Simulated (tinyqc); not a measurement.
Switching field against angle and time: single-domain magnet: Stoner-Wohlfarth switching, Neel-Arrhenius retention, LLG dynamics and spin torque. Computed by tinyqc, a small Python program. Command: `OMP_NUM_THREADS=1 python tinyqc.py 3025313 3025314 out.jsonl macro walk`. One thread of a shared host (Intel(R) Xeon(R) Processor @ 2.30GHz), about 0.03 s of CPU time with the checks.

The moment is uniform, with unit vector m; z is the easy axis. mu_0 = 1.25663706212e-6 T m/A, gamma = 1.76085963023e11 rad/(s T).

Inputs (values chosen for the exercise, for a model magnet):
```
quantity                      value    unit
saturation magnetisation M_s    945    kA/m
diameter d                       52      nm
thickness t                     2.1      nm
interface anisotropy K_i       1.41  mJ/m^2
bulk anisotropy K_u               8  kJ/m^3
exchange stiffness A             22    pJ/m
temperature T                   358       K
attempt frequency f0              2     GHz
waiting time t_w              1e-08       s
```

Shape: thin disc, easy axis normal to it.

Constants: k_B = 1.380649e-23 J/K.

Method:
- The disc is treated as an oblate spheroid with p = t/d: N_z = [1 - p arccos(p)/sqrt(1 - p^2)]/(1 - p^2); V = pi d^2 t/4; K_eff = K_u + K_i/t + K_shape, K_shape = -(mu_0 M_s^2/4)(3 N_z - 1); mu_0 H_K = 2 K_eff/M_s.
- Delta = K_eff V/(k_B T); tau = exp(Delta)/f0; probability of a flip within t_w: P = 1 - exp(-t_w/tau). Wall width parameter sqrt(A/K_eff); a two-domain state costs 4 sqrt(A K_eff) times the cross-section that the wall cuts (d t).
- Energy over K_eff V: e(theta) = sin^2(theta) + 2 h cos(theta - psi) for m at the angle theta from +z and a field that points at psi from -z (it pulls m away from +z towards negative theta); h_sw = (cos^(2/3) psi + sin^(2/3) psi)^(-3/2).
- Switching field at T: the h at which the exact barrier equals ln(f0 t_w/ln 2) k_B T (0 if the zero-field barrier is lower). Sharrock form: h_sw [1 - (ln(f0 t_w/ln 2)/Delta)^(1/n)], n = 0.86 + 1.14 h_sw.

stability factor Delta = 152.574

Fields over H_K:
```
psi (degrees)  h_sw at T = 0  thermal, exact barrier  thermal, Sharrock form
1                    0.90707                 0.80715                 0.78605
10                   0.67381                 0.61842                 0.60911
20                   0.57365                 0.52936                 0.52749
30                   0.52402                 0.48453                 0.48578
45                   0.50000                 0.46271                 0.46530
60                   0.52402                 0.48453                 0.48578
75                   0.61466                 0.56609                 0.56132
89                   0.90707                 0.80715                 0.78605
```

What does the comparison show, and why?

At T = 0 the field is least at 45 degrees, H_K/2, and symmetric about it. Thermal help lowers it to 89 % at 1 degree and 93 % at 45 degrees; the Sharrock form misses the exact barrier by at most about 0.021 H_K, at psi = 1 (and its mirror angle). Caution: a flat cylinder has a smaller N_z than the spheroid of the same t/d, so K_eff of a real disc is larger.

Extremes, crossings and ranges named in words are read from the listed rows.
